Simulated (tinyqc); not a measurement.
Worked calculation: global model of a low-pressure process discharge: electron temperature, density, ion flux and ion energy. Computed by tinyqc, a small Python program that keeps every step. Command: `OMP_NUM_THREADS=1 python tinyqc.py 3110351 3110352 out.jsonl plasma walk`. One thread of a shared host (Intel(R) Xeon(R) Processor @ 2.30GHz), about 0.01 s of CPU time with the checks. Intermediate numbers are printed to about 6 digits and carried at full precision; extremes and crossings named in words are read from the listed rows.

Maxwellian electrons with temperature T_e in eV, one positive ion, no negative ions, uniform bulk density n; rate constants have the Arrhenius form.

Inputs (values chosen for the exercise, of the order of those of an inductive discharge in a simple atomic gas):
```
quantity,value,unit
ion mass M,28,u
ionisation prefactor K0,2.2e-14,m^3/s
ionisation energy E_iz,16.6,eV
ion-neutral cross section,1.1e-18,m^2
pressure p,1.6,Pa
gas temperature T_g,300,K
radius R,13,cm
height L,7.9,cm
mixing,1,-
```

Constants: k_B = 1.380649e-23 J/K; e = 1.602176634e-19 C; u = 1.6605390666e-27 kg.

## Geometry factors

n_g = p/(k_B T_g); lambda_i = 1/(n_g sigma); h_L = 0.86/sqrt(3 + L/(2 lambda_i)), h_R = 0.8/sqrt(4 + R/lambda_i); A_eff = 2 pi R^2 h_L + 2 pi R L h_R; d_eff = pi R^2 L/A_eff.

gas density n_g = 3.86292e+20 1/m^3

ion mean free path = 0.235338 cm

h_L = 0.193347

h_R = 0.103940

A_eff = 272.378 cm^2

d_eff = 15.3990 cm

## A fixed-point cycle for T_e

Particle balance: K0 exp(-E_iz/T_e) n_g d_eff = u_B, u_B = sqrt(e T_e/M). Cycle: T_out = T sqrt(loss/creation) with loss/creation = u_B/(K0 exp(-E_iz/T) n_g d_eff); T -> T + mixing (T_out - T), kept between 0.3 and 60 eV, from 3 eV; stop at |T_out - T| < 1e-9 eV or after 60 steps.

Course:
```
step,T (eV),T_out (eV),residual (eV)
0,3.0000,2.3652,-0.6348
1,2.3652,3.6923,1.3271
2,3.6923,1.8251,-1.8672
3,1.8251,7.5429,5.7178
4,7.5429,1.4149,-6.1280
5,1.4149,20.5106,19.0958
6,20.5106,2.4639,-18.0467
...,...,...,...
53,2.2244,4.2700,2.0456
54,4.2700,1.6148,-2.6552
55,1.6148,11.7030,10.0882
56,11.7030,1.6569,-10.0461
57,1.6569,10.6067,8.9498
58,10.6067,1.5766,-9.0300
59,1.5766,12.8636,11.2870
```

last residual = 11.2870 eV

Not converged in 60 steps: the residual falls unevenly, on average by a factor of about 0.93 a step. The slope of T_out at the root is 5/4 - E_iz/(2 T_e), and the cycle needs |1 + mixing (slope - 1)| < 1.

Reruns converge with mixing = 0.3; or with mixing = 0.15.
